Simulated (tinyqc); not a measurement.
Thermal and gravitational stress in a wafer during furnace and rapid thermal processing, and the onset of slip. Inputs raised by 10 %, one at a time. Computed by tinyqc, a small Python program. Command: `OMP_NUM_THREADS=1 python tinyqc.py 3004118 3004119 out.jsonl slip sens`. One thread of a shared host (Intel(R) Xeon(R) Processor @ 2.30GHz), about 0.02 s of CPU time with the checks.

A thin free disc in plane stress, isotropic; T(r) = T_centre + dT (r/R)^n with n = 2. Stress is positive in tension; sigma_SB = 5.670374419e-8 W/(m^2 K^4), g = 9.80665 m/s^2.

Inputs (values chosen for the exercise, modelled on silicon):
```
quantity                              value        unit
wafer radius R                          150          mm
thickness t                             775  micrometre
Young's modulus E                       144         GPa
expansion alpha                        4.19      1e-6/K
edge less centre temperature dT          19           K
temperature T                          1325           K
prefactor A of the critical stress  0.00019         MPa
energy U of the critical stress        1.08          eV
density rho                            2330      kg/m^3
heat capacity c                         939    J/(kg K)
conductivity k                         24.2     W/(m K)
wafer spacing s                          11          mm
ramp rate                                21       K/min
```

Temperature profile: parabolic.

Constants: k_B = 8.617333262e-05 eV/K.

Method:
- With x = r/R: s_rr = alpha E dT (1 - x^n)/(n + 2), s_tt = alpha E dT [1 - (n + 1) x^n]/(n + 2).
- Critical resolved stress tau_c = A exp(U/(k_B T)), a form chosen for the exercise; slip when 0.492799 |s_tt(R)| > tau_c; allowed |dT| = tau_c (n + 2)/(0.492799 n alpha E).
- In a stack heated from the rim, heat flows inward by conduction and by radiation between wafers: k_eff = k + (16/3) sigma_SB T^3 s^2/t (a diffusion estimate with the spacing as path length). A steady ramp gives the parabolic lag dT = rho c (ramp) R^2/(4 k_eff); the allowed ramp uses n = 2.

Runs:
```
input moved                                  from        to  hoop stress at the edge (MPa)  allowed |dT| (K)  lag of the centre (K)  allowed ramp rate (K/min)
base run                                        -         -                      -5.731920             16.38                  32.14                      10.71
thickness t (micrometre)                      775     852.5                      -5.731920             16.38                  34.72                       9.91
expansion alpha (1e-6/K)                     4.19     4.609                      -6.305112             14.89                  32.14                       9.73
edge less centre temperature dT (K)            19      20.9                      -6.305112             16.38                  32.14                      10.71
prefactor A of the critical stress (MPa)  0.00019  0.000209                      -5.731920             18.02                  32.14                      11.78
energy U of the critical stress (eV)         1.08     1.188                      -5.731920             42.19                  32.14                      27.57
conductivity k (W/(m K))                     24.2     26.62                      -5.731920             16.38                  31.57                      10.90
wafer spacing s (mm)                           11      12.1                      -5.731920             16.38                  27.42                      12.55
```

Exponents ln(y'/y) / ln(x'/x):
```
input                               hoop stress at the edge  allowed |dT|  lag of the centre  allowed ramp rate
thickness t                                               0         0.000              0.812             -0.812
expansion alpha                                           1        -1.000              0.000             -1.000
edge less centre temperature dT                           1         0.000              0.000              0.000
prefactor A of the critical stress                        0         1.000              0.000              1.000
energy U of the critical stress                           0         9.924              0.000              9.924
conductivity k                                            0         0.000             -0.188              0.188
wafer spacing s                                           0         0.000             -1.666              1.666
```

Among the inputs moved here: hoop stress at the edge answers most in size to expansion alpha (exponent +1.000), and about equally to edge less centre temperature dT (+1.000); its exponent is below 0.0005 for thickness t, prefactor A of the critical stress, energy U of the critical stress, conductivity k, wafer spacing s. Allowed |dT| answers most in size to energy U of the critical stress (exponent +9.924), next to expansion alpha (-1.000); its exponent is below 0.0005 for thickness t, edge less centre temperature dT, conductivity k, wafer spacing s. Its exponent -1.000 in expansion alpha: stress is alpha E dT. lag of the centre answers most in size to wafer spacing s (exponent -1.666), next to thickness t (+0.812); its exponent is below 0.0005 for expansion alpha, edge less centre temperature dT, prefactor A of the critical stress, energy U of the critical stress. Allowed ramp rate answers most in size to energy U of the critical stress (exponent +9.924), next to wafer spacing s (+1.666); its exponent is below 0.0005 for edge less centre temperature dT.
